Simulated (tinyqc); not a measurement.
Field length and prefactor from two substrate currents.

Problem. For Em = (Vd - Vdsat)/l, Isub/Id = (Ai/Bi)(Vd - Vdsat) exp(-Bi l/(Vd - Vdsat)), and l = sqrt(3 tox xj). Find l, Ai and xj.

Parameters, values chosen for the exercise: oxide thickness tox = 25 nm; ionisation field Bi = 1.82 MV/cm.

Isub/Id at Vd - Vdsat = 2.9 and 3.9 V: 4.63388991e-5  0.00108386225

Answer. ln[Isub/(Id (Vd - Vdsat))] is linear in 1/(Vd - Vdsat) with slope -Bi l.

l = 177.5 nm
Ai = 2.000e6 1/cm
xj = 420.0 nm

Computed by the program tinyqc: `OMP_NUM_THREADS=1 python tinyqc.py 2550166 2550167 out.jsonl`, one thread of a shared Intel Xeon 2.30GHz, about 0.01 s for the whole run.
